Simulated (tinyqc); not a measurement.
What each parameter does: shallow donor in an anisotropic valley (effective-mass theory).

One valley: H = -c [(d2/dx2 + d2/dy2)/mt + (d2/dz2)/ml] - q/(eps r), c = hbar^2/2m0, q = e^2/(4 pi eps0). Trial function exp(-sqrt((x^2 + y^2)/a^2 + z^2/b^2)) with a > b: T = (c/3)(2/(mt a^2) + 1/(ml b^2)), V = -(q/eps) atan(u/b)/u, u = sqrt(a^2 - b^2). The central cell of the impurity is left out.

Constants: hbar^2/2m0 = 3.80998211 eV angstrom^2; e^2/(4 pi eps0) = 14.39964547 eV angstrom.

Inputs chosen for the exercise (out of a larger set: near those of AlAs; not measured data): ml = 1.109 m0 (longitudinal mass); mt = 0.193 m0 (transverse mass); eps = 10.2 (dielectric constant).

The minimum of the trial energy. Each row changes one parameter from the base and keeps the others.

Results:

| case | E (meV) | a (angstrom) | b (angstrom) | b/a |
|---|---|---|---|---|
| base | -41.19 | 20.37 | 11.00 | 0.540 |
| ml = 1.386 m0 | -43.30 | 19.71 | 9.85 | 0.500 |
| mt = 0.212 m0 | -44.27 | 18.81 | 10.50 | 0.558 |
| eps = 11.2 | -34.16 | 22.36 | 12.08 | 0.540 |

The largest shifts from the base row, up to three for each result and ties (the steps differ in size, so this ranks the rows, not the parameters). E (meV): eps +7.03, mt -3.08, ml -2.11. a (angstrom): eps +2.00, mt -1.56, ml -0.65. b (angstrom): ml -1.15, eps +1.08, mt -0.50. b/a: ml -0.040, mt +0.018; unchanged at the printed digits by eps. eps only rescales the solution (E as 1/eps^2, lengths as eps), so b/a depends on ml/mt alone.

(tinyqc, `OMP_NUM_THREADS=1 python tinyqc.py 1252218 1252219 out.jsonl`, Intel(R) Xeon(R) Processor @ 2.30GHz, 1 thread, shared host, about 0.01 s.)
